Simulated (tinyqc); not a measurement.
# Which input was changed?

Model: grain-boundary trapping model (Seto) of a polycrystalline semiconductor film. Computed by tinyqc, a small Python program. Command: `OMP_NUM_THREADS=1 python tinyqc.py 3022561 3022562 out.jsonl poly which`. One thread of a shared host (Intel(R) Xeon(R) Processor @ 2.30GHz), about 0.05 s of CPU time with the checks.

Grains of equal size L are joined by thin boundaries with one trap level. Trapped carriers deplete a width W on each side and raise a barrier, crossed by thermionic emission. Dopants are fully ionised, statistics are non-degenerate and mu_g does not depend on T.

Inputs (values chosen for the exercise, modelled on polycrystalline silicon):

| quantity | value | unit |
|---|---|---|
| permittivity eps | 11.7 | - |
| effective mass m | 0.28 | m_0 |
| effective density of states at 300 K, N_c | 2.7e+19 | 1/cm^3 |
| grain size L | 200 | nm |
| trap density Q_t | 5.2e+12 | 1/cm^2 |
| trap level E_t below the band edge | 0.52 | eV |
| doping N | 1.1e+17 | 1/cm^3 |
| temperature T | 300 | K |

Grain interior: neglected.

Constants: k_B = 8.617333262e-05 eV/K; e = 1.602176634e-19 C; eps_0 = 8.8541878128e-12 F/m; m_0 = 9.1093837015e-31 kg; k_B = 1.380649e-23 J/K.

Method. N_c(T) = N_c (T/300 K)^(3/2). Filled traps Q = Q_t/(1 + (1/2) exp((E_t* - E_F)/k_B T)), where E_t* = e V_B - E_t and E_F are counted from the band edge at the grain centre. Partial depletion: Q = 2 N W, V_B = e N W^2/(2 eps eps_0), E_F = k_B T ln(N/N_c); solve for W. If that W would exceed L/2 the grain is fully depleted: W = L/2, Q = N L, and E_F follows from the trap equation. Centre density n_0 = N_c exp(E_F/k_B T). Boundary: sigma_b = L e^2 n_0 exp(-e V_B/k_B T)/sqrt(2 pi m k_B T); rho = 1/sigma_b. Mean carrier density n_av = n_0 [(1 - 2W/L) + (2W/L) (sqrt(pi)/2) erf(y)/y], y = sqrt(e V_B/k_B T); effective mobility 1/(e n_av rho).

Problem. One of these inputs alone was changed, within the range given: trap density Q_t (2.6e+12 to 1.04e+13); doping N (5.5e+16 to 2.2e+17); temperature T (150 to 500); permittivity eps (5.85 to 23.4). Which one, and to what value?

Results:

| run | effective mobility (cm^2/(V s)) | resistivity rho (ohm cm) | barrier V_B (V) |
|---|---|---|---|
| before | 0.000824838 | 151683.7 | 0.4179807 |
| after | 0.001271885 | 121713.3 | 0.4122899 |

Solution.

Each candidate set to reproduce effective mobility, and what it then gives:

| candidate | range searched | value needed | resistivity rho (ohm cm) | barrier V_B (V) |
|---|---|---|---|---|
| trap density Q_t (1/cm^2) | 2.6e+12 to 1.04e+13 | 3.809e12 | 9.6262e+04 | 0.40623 |
| doping N (1/cm^3) | 5.5e+16 to 2.2e+17 | 7.311e16 | 2.0157e+05 | 0.41477 |
| temperature T (K) | 150 to 500 | 306.5 | 9.7485e+04 | 0.41506 |
| permittivity eps | 5.85 to 23.4 | 16.00 | 1.2171e+05 | 0.41229 |

Only permittivity eps fits every result: it went from 11.7 to 16.0. The next best candidate, temperature T, misses one result by 20 %.
